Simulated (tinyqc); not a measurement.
## FinFET, parasitic resistance, capacitance and delay: what each parasitic element costs

Nf fins under one contact; each has gated perimeter p = 2 Hf + Wf and cross-section A = Hf Wf; contact width Wc = Nf pf, stack height Hs = Hf. Contact length Lc = CPP - Lg - 2 Lsp, shared by two neighbouring gates. Source and drain sides are equal. The formulas are first-order estimates, not field solutions.

Epitaxy sheet resistance Rsh = re/te, transfer length LT = sqrt(rc/Rsh), contact Rc = [sqrt(rc Rsh)/Wc] coth(Lc/(2 LT)); extension of one fin Rx = rx Lsp/A. With N fins: gate Cg = Cinv p N Lg; per side, plate Cp = ks eps0 [Wc (Hs + Hc) - N A]/Lsp, top fringe Cf = (2/pi) ks eps0 Wc ln(1 + Lg/(2 Lsp)), overlap Co = Cinv p N Lov. One fin: I = p Q vx u/(1 + |u|^1.8)^(1/1.8), Q = Cinv n Vt ln(1 + exp((Vg' - VT + dl Vd')/(n Vt))), u = Vd' mu/(vx Lg), Vg' = Vgs - v, Vd' = Vds - 2 v, with the drop on each side v = Rc (sum of I) + Rx I. Ieff = [I(Vgs = Vdd, Vds = Vdd/2) + I(Vdd/2, Vdd)]/2, total currents. With Cs = Cp + Cf + Co, the load of an inverter of two such devices driving an equal one is CL = 2 (Cg + 2 Cs) + 4 Cs + Cw (own drains counted twice for the Miller effect); delay CL Vdd/(2 Ieff). Each row removes one element and keeps the rest.

Values chosen for this exercise; values close to those of silicon logic devices: temperature T = 300 K; number of fins Nf = 2; fin height Hf = 55 nm; fin width Wf = 8 nm; fin pitch pf = 24 nm; contacted gate pitch CPP = 54 nm; gate length Lg = 14 nm; spacer length Lsp = 7 nm; relative permittivity of the spacer ks = 7; gate height above the channel stack Hc = 20 nm; contact resistivity rc = 2.9e-9 ohm cm^2; resistivity of the source-drain epitaxy re = 0.00062 ohm cm; current-carrying depth of the epitaxy te = 20 nm; resistivity of the extension rx = 0.00049 ohm cm; gate overlap Lov = 1 nm; inversion capacitance Cinv = 3.4 uF/cm^2; injection velocity vx = 1.6e7 cm/s; apparent mobility mu = 340 cm^2/(V s); threshold at zero drain voltage VT = 0.28 V; barrier lowering dl = 0.045 V/V; subthreshold factor n = 1.12; wire load Cw = 0.17 fF; supply voltage Vdd = 0.75 V.

Constants: q = 1.602176634e-19 C, kB = 1.380649e-23 J/K, eps0 = 8.8541878128e-12 F/m, Vt = kB T/q. Results are converted to the units shown.

One element removed at a time:

|  | Ieff (uA) | CL (aF) | delay (ps) |
|---|---|---|---|
| as given | 191.7 | 662.0 | 1.295 |
| no contact resistance | 366.2 | 662.0 | 0.6779 |
| no extension resistance | 201.1 | 662.0 | 1.235 |
| air spacer (ks = 1) | 191.7 | 487.9 | 0.9545 |
| no overlap | 191.7 | 597.8 | 1.170 |
| no wire | 191.7 | 492.0 | 0.9626 |

What does the table show?

Gains in delay, largest first: no contact resistance 48 %, air spacer (ks = 1) 26 %, no wire 26 %, no overlap 9.7 %, no extension resistance 4.7 %.

Computed by the program tinyqc: `OMP_NUM_THREADS=1 python tinyqc.py 2170075 2170076 out.jsonl`, one thread of a shared Intel Xeon 2.30GHz, about 0.04 s for the whole run.
